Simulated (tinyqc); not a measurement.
Resonant-tunnelling diode, transfer matrices and Tsu-Esaki current: two steps of the calculation.

Emitter (band edge 0), barrier d1, well Lw, barrier d2, spacer ds, collector (edge -V). The bias drops linearly over these layers and none in the contacts; each layer is cut into ns equal slices, flat at the value of their centres. E is the energy of motion across the layers, C = hbar^2/(2 m0), psi and psi'/m are continuous. Transport is coherent, T(E) is taken as independent of the transverse momentum, and charge in the well is ignored.

Values chosen for this exercise; masses and offsets of a made-up heterostructure:

| symbol | value | unit | meaning |
|---|---|---|---|
| T | 200 | K | temperature |
| mw | 0.31 | m0 | mass in the well, spacer and contacts |
| Ef | 0.19 | eV | Fermi energy of both contacts above their band edges |
| V | 0.42 | V | bias of the collector |

Constants: q = 1.602176634e-19 C, kB = 1.380649e-23 J/K, hbar = 1.054571817e-34 J s, m0 = 9.1093837015e-31 kg, Vt = kB T/q. Results are converted to the units shown.

Problem 1. Breit-Wigner parameters from a parabola through 1/T(E). Near a resonance 1/T(E) = (1/Tp) [1 + (2 (E - Er)/G)^2]. With y = 1/T(E) at E0 - h, E0, E0 + h: a = (y1 + y3 - 2 y2)/(2 h^2), b = (y3 - y1)/(2 h), Er = E0 - b/(2 a), 1/Tp = y2 - b^2/(4 a), G = 2 sqrt(1/(Tp a)), tau = hbar/G.

three energies (eV): [0.186967, 0.188667, 0.190367]
T(E) at these energies: [0.68708430, 0.88395349, 0.71998292]

Find: Er; Tp; G; tau.

Solution 1.

Er = 0.18876 eV
Tp = 0.88470
G = 6.7022 meV
tau = 98.209 fs

The true maximum of T(E) lies at 0.18875 eV with height 0.8845 and full width 6.713 meV; the fitted G is 0.16 % below that width.

Problem 2. Current from the resonance alone. J = J0 times the integral over E > 0 of T(E) N(E), N = ln[(1 + exp((Ef - E)/Vt))/(1 + exp((Ef - V - E)/Vt))], J0 = q^2 mw m0 kB T/(2 pi^2 hbar^3) (times 1e-4 for A/cm^2 per eV). For a sharp resonance J = J0 (pi G/2) Tp N(Er), with Er the peak energy, Tp the peak transmission and G the full width at half maximum (in eV). The three values given are estimates from a parabola through three points of 1/T(E).

Er = 0.18876416 eV
Tp = 0.88469662
G = 6.7021713 meV

Find: J0; N(Er); J.

Solution 2.

J0 = 8.6462e7 A/(cm^2 eV)
N(Er) = 0.72964
J = 587.58 kA/cm^2

The full integral over T(E) gives 600.0 kA/cm^2; the value above is 2.1 % below it.

Numbers from tinyqc (`OMP_NUM_THREADS=1 python tinyqc.py 2600034 2600035 out.jsonl`; about 0.1 s on one thread of a shared Intel Xeon 2.30GHz).
